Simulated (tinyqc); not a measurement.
Current of a Schottky diode by thermionic-emission-diffusion theory, and its read-back from I-V-T and C-V data: one step, computed by the program tinyqc.

Full ionisation, no tunnelling, no recombination current. V is the voltage across the junction itself, forward positive.

Problem. Read-back from the I-V curve. N_c(T) = N_c (T/300 K)^(3/2); V_bi = phi_0 - (k_B T/e) ln(N_c(T)/N); surface field F = sqrt(2 e N (V_bi - V - k_B T/e)/(eps eps_0)); image lowering d_phi = sqrt(e F/(4 pi eps eps_0)); effective barrier phi = phi_0 - d_phi - sigma^2 (1 - rho V)/(2 k_B T). Collection velocity v_R = A* T^2/(e N_c(T)); diffusion velocity v_D = mu F; J = e N_c(T) v_R/(1 + v_R/v_D) exp(-phi/k_B T) [exp(e V/k_B T) - 1]. Ideality n = (e/k_B T)/(d ln J/dV) by a central difference of +/- 1 mV; J_0 = J exp(-e V/(n k_B T)); apparent barrier phi_IV = k_B T ln(A* T^2/J_0); a C-V plot gives phi_CV = phi_0, the mean without lowering.

Inputs (values chosen for the exercise, modelled on n-type GaAs):

| quantity | value | unit |
|---|---|---|
| Richardson constant A* | 8.33 | A/(cm^2 K^2) |
| effective density of states at 300 K, N_c | 4.8e+17 | 1/cm^3 |
| permittivity eps | 12.9 | - |
| mobility mu | 4900 | cm^2/(V s) |
| barrier without image force phi_0 (mean) | 0.78 | eV |
| doping N | 3.6e+16 | 1/cm^3 |
| junction voltage V | 0.31 | V |
| temperature T | 300 | K |
| standard deviation sigma | 90 | meV |
| relative change of sigma^2 with bias, rho | 0.55 | 1/V |

Barrier: Gaussian spread of heights.

Constants: k_B = 8.617333262e-05 eV/K; e = 1.602176634e-19 C; eps_0 = 8.8541878128e-12 F/m.

Give: ideality factor n; extrapolated J_0; apparent barrier phi_IV; phi_CV - phi_IV.

Solution.

ideality factor n = 1.1169

extrapolated J_0 = 8.4442e-05 A/cm^2

apparent barrier phi_IV = 0.59219 eV

phi_CV - phi_IV = 187.81 meV
